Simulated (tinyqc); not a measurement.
Composition of the layer: band edges of strained Si(1-x)Ge(x) on relaxed Si(1-y)Ge(y).

Values are linear in the Ge fraction but for ED(x) = linear - CD x (1 - x) and a(x) = linear - Ca x (1 - x). Energies are on the common scale of Ev.

Coherent growth on a (111) face: e_par = (a(y) - a(x))/a(x), e_perp = -(2 C11 + 4 C12 - 4 C44)/(C11 + 2 C12 + 4 C44) e_par; exx = eyy = ezz = (2 e_par + e_perp)/3 and exy = eyz = ezx = (e_perp - e_par)/3.

A valley with unit axis u lies at Ev + gap + (av + a_valley) tr(e) + Xu (u.e.u - tr(e)/3); the Delta axes are x, y, z and the L axes [111], [1-1-1], [-11-1], [-1-11]. The second-order shift of the Delta valleys under shear is left out; it lowers the pair normal to the sheared plane by tens of meV at a shear of 1 %.

Valence edges: Ev plus the levels of the 6 x 6 matrix of X, Y, Z times spin with -Dso/3 + l exx + m (eyy + ezz) on the diagonal (cyclic), n exy off it, l = av + 2 b, m = av - b, n = sqrt(3) d. Spin-orbit term (Dso/3) L.sigma on X, Y, Z with (L_k)_ij = -i epsilon_kij: <X+|H|Y+> = -i Dso/3, <X+|H|Z-> = Dso/3, <Y+|H|Z-> = -i Dso/3, <Z+|H|X-> = -Dso/3, <Z+|H|Y-> = i Dso/3, <X-|H|Y-> = i Dso/3, and their conjugates; + and - are the spin along z.

Parameters, chosen for this exercise (end members near Si and Ge, in this order; not measured data):
- a = (5.436, 5.663) angstrom (lattice constant)
- Dso = (0.043, 0.288) eV (spin-orbit splitting)
- av = (2.46, 1.22) eV (valence hydrostatic potential)
- b = (-2.12, -2.54) eV (tetragonal shear potential)
- d = (-4.75, -5.28) eV (trigonal shear potential)
- C11 = (167.9, 127.1) GPa
- C12 = (63.3, 47.6) GPa
- C44 = (78.6, 66.2) GPa
- Ev = (0, 0.67) eV (top of the unstrained valence band)
- ED = (1.148, 0.914) eV (gap to the Delta valleys)
- EL = (2.036, 0.74) eV (gap to the L valleys)
- aD = (1.66, 1.37) eV (hydrostatic potential of the Delta gap)
- aL = (-2.95, -3.02) eV (hydrostatic potential of the L gap)
- XuD = (8.85, 9.59) eV (uniaxial potential, Delta)
- XuL = (15.69, 14.61) eV (uniaxial potential, L)
- CD = 0.176 eV (bowing of the Delta gap)
- Ca = 0 angstrom (bowing of the lattice constant)
- face = 111 (growth face)
- y = 0.67 (Ge fraction of the relaxed buffer)

The buffer is kept. dEc = Ec(buffer) - Ec(layer), dEv = Ev(layer) - Ev(buffer); buffer edges Ev(y) and Ev(y) + min(ED, EL). The digit behind Delta or L counts whole valleys.

Results:
```
x     e_par (%)  lowest valleys  gap (eV)  next valleys above (meV)  valence splitting (meV)  dEc (eV)  dEv (eV)
0.12       2.29          Delta6     0.996                       274                      255     0.079    -0.123
0.25       1.74          Delta6     0.985                       276                      185     0.076    -0.108
0.37       1.23          Delta6     0.976                       269                      125     0.064    -0.088
0.50       0.70          Delta6     0.967                       252                       65     0.042    -0.057
0.62       0.20          Delta6     0.957                       228                       17     0.014    -0.019
0.75      -0.32          Delta6     0.919                       133                       25    -0.025     0.059
0.87      -0.81          Delta6     0.873                         5                       57    -0.070     0.149
1.00      -1.32              L3     0.691                       138                       87     0.011     0.250
```

The gap is 0.996 eV in the first row and 0.691 eV in the last. The lowest valleys change: Delta6 to L3 between x = 0.87 and 1.00. Per 0.1 of x the valence offset moves by +42 meV on average; the conduction offset lies between -70 and +79 meV, not monotonically. Both carriers sit on one side for x = 1.00, and on opposite sides elsewhere. Offsets below about 30 meV are within the spread of parameter sets, so those rows do not settle the type. Strains above 2 % can be kept only in layers of a few nanometres.

tinyqc: `OMP_NUM_THREADS=1 python tinyqc.py 1050166 1050167 out.jsonl`; about 0.01 s, one thread, shared Intel(R) Xeon(R) Processor @ 2.30GHz.
